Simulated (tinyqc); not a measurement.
Electron continuity equation in a given potential, Scharfetter-Gummel discretisation: two steps of the calculation.

Steady state in one dimension: J = q mu n E + q D dn/dx with E = -dpsi/dx and D = mu Vt, dJ/dx = q (n/tau - G), fixed densities nL and nR at the ends. The potential is given, psi = 0 for x < L/2 and U (2 x/L - 1) beyond, and is not changed by the electrons.

Values chosen for this exercise; mobility close to that of In0.53Ga0.47As at room temperature:
```
symbol   value        unit               meaning
T          400           K           temperature
mu       11200  cm^2/(V s)     electron mobility
L          1.1          um  length of the region
nL      8.3e13       cm^-3      density at x = 0
nR      9.3e14       cm^-3      density at x = L
```

Constants: q = 1.602176634e-19 C, kB = 1.380649e-23 J/K, Vt = kB T/q. Results are converted to the units shown.

Problem 1. Bernoulli factors. d_i = (psi_(i+1) - psi_i)/Vt; B(d) = d/(exp(d) - 1), B(0) = 1. The flux on interval i is J_i = (q D/h) [n_(i+1) B(d_i) - n_i B(-d_i)].

psi, node 0 to 10 (V): [0.00000000, 0.00000000, 0.00000000, 0.00000000, 0.00000000, 0.00000000, -0.09600000, -0.19200000, -0.28800000, -0.38400000, -0.48000000]

Find: d_i; B(d_i); B(-d_i).

Solution 1.

```
interval      d_i  B(d_i)  B(-d_i)
0          0.0000  1.0000   1.0000
1          0.0000  1.0000   1.0000
2          0.0000  1.0000   1.0000
3          0.0000  1.0000   1.0000
4          0.0000  1.0000   1.0000
5         -2.7851  2.9683  0.18321
6         -2.7851  2.9683  0.18321
7         -2.7851  2.9683  0.18321
8         -2.7851  2.9683  0.18321
9         -2.7851  2.9683  0.18321
```

The largest |d_i| is 2.79, above 2, where central differences lose the sign pattern that keeps densities positive.

Problem 2. Densities and current. B(d) = d/(exp(d) - 1) with d_i = (psi_(i+1) - psi_i)/Vt; b and f are the diagonal and right side of the balance equations. Solve B(-d_(i-1)) n_(i-1) + b_i n_i + B(d_i) n_(i+1) = f_i (end values already in f), then J_i = (q D/h) [n_(i+1) B(d_i) - n_i B(-d_i)], h = L/10, D = mu Vt.

```
interval     B(d_i)     B(-d_i)
0                 1           1
1                 1           1
2                 1           1
3                 1           1
4                 1           1
5         2.9682993  0.18321496
6         2.9682993  0.18321496
7         2.9682993  0.18321496
8         2.9682993  0.18321496
9         2.9682993  0.18321496
```

```
node  diagonal b  right side f (cm^-3)
1     -2.0417901         -8.3908934e13
2     -2.0417901         -9.0893424e11
3     -2.0417901         -9.0893424e11
4     -2.0417901         -9.0893424e11
5     -1.2250050         -9.0893424e11
6     -3.1933043         -9.0893424e11
7     -3.1933043         -9.0893424e11
8     -3.1933043         -9.0893424e11
9     -3.1933043         -2.7614273e15
```

Wanted: n; J.

Solution 2.

n, node 0 to 10 (cm^-3): [8.300e13, 1.509e15, 2.998e15, 4.611e15, 6.415e15, 8.487e15, 1.341e15, 9.185e14, 9.051e14, 9.167e14, 9.300e14]
J, interval 0 to 9 (in units of 1e4 A/cm^2): [0.802, 0.837, 0.907, 1.015, 1.165, 1.364, 1.395, 1.416, 1.437, 1.458]

Range of the model: The drift velocity mu E exceeds 1e7 cm/s somewhere, where real mobilities no longer stay constant.

Computed by the program tinyqc: `OMP_NUM_THREADS=1 python tinyqc.py 2220102 2220103 out.jsonl`, one thread of a shared Intel Xeon 2.30GHz, about 0.01 s for the whole run.
